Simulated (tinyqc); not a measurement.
Inside a calculation. Model: Schottky diode by thermionic emission with image-force lowering and series resistance.

Computed by the program tinyqc: `OMP_NUM_THREADS=1 python tinyqc.py 2640081 2640082 out.jsonl`, one thread of a shared Intel Xeon 2.30GHz, about 0.01 s for the whole run. Printed values are rounded.

Metal on an n-type semiconductor with one parabolic valley; V > 0 is forward bias (metal positive). I = I0 [exp(Vj/(n Vt)) - 1] with Vj = V - I Rs; I0 = S A* T^2 exp(-(phi - dphi)/Vt), the lowering dphi taken at zero bias.

Inputs (values chosen for the exercise); band and dielectric values close to those of indium phosphide: temperature T = 250 K; electron mass me = 0.0799 m0; relative permittivity eps_r = 12.6; barrier height seen from the metal phi = 0.54 eV; donor density Nd = 1.5e16 cm^-3; area S = 0.0023 cm^2; ideality factor n = 1.11; series resistance Rs = 1.2 ohm; applied bias V = 0.55 V.

Constants: q = 1.602176634e-19 C, kB = 1.380649e-23 J/K, h = 6.62607015e-34 J s, m0 = 9.1093837015e-31 kg, Vt = kB T/q, eps0 = 8.8541878128e-14 F/cm where lengths are in cm. Results are converted to the units shown.

## Saturation current

A* = 4 pi q me m0 kB^2/h^3 (times 1e-4 for A/(cm^2 K^2)); Nc = 2 (2 pi me m0 kB T/h^2)^1.5 (times 1e-6 for cm^-3); xi = Vt ln(Nc/Nd), Vbi = phi - xi; surface field Em = sqrt(2 q Nd (Vbi - V - Vt)/(eps0 eps_r)); dphi = sqrt(q Em/(4 pi eps0 eps_r)). Here V = 0 in Em.

A* = 9.60184 A/(cm^2 K^2)
Nc = 4.31142e17 cm^-3
Vbi = 0.467649 V
Em = 43.8405 kV/cm
dphi = 22.3835 meV
I0 = 5.07310e-8 A

The lowering raises I0 by a factor of 2.83.

## Iteration 1: junction voltage

Vj at the start = 0.55 V

Newton step for g(Vj) = Vj + Rs I0 [exp(Vj/(n Vt)) - 1] - V = 0: Vj(new) = Vj - g/g', g' = 1 + Rs I0 exp(Vj/(n Vt))/(n Vt).

Vj after iteration 1 = 0.526088 V

## Iteration 2: junction voltage

As before.

Vj after iteration 2 = 0.502180 V

## Course of the iteration

Stop when Vj changes by less than 1e-10 V, or after 50 iterations.

Course of the iteration:
```
iteration    Vj (V)  change (V)
1          0.526088      0.0239
2          0.502180      0.0239
3          0.478288      0.0239
4          0.454452      0.0238
5          0.430801      0.0237
6          0.407726      0.0231
7          0.386343      0.0214
8          0.369265      0.0171
9          0.360025     9.24e-3
10         0.357943     2.08e-3
11         0.357857     8.55e-5
12         0.357857     1.36e-7
13         0.357857    3.45e-13
```

Converged in 13 iterations.

## Current and small-signal resistance

converged Vj = 0.357857 V

I = I0 [exp(Vj/(n Vt)) - 1], dV/dI = Rs + n Vt/(I + I0).

I = 160.119 mA
drop over Rs = 0.192143 V
dV/dI = 1.34935 ohm
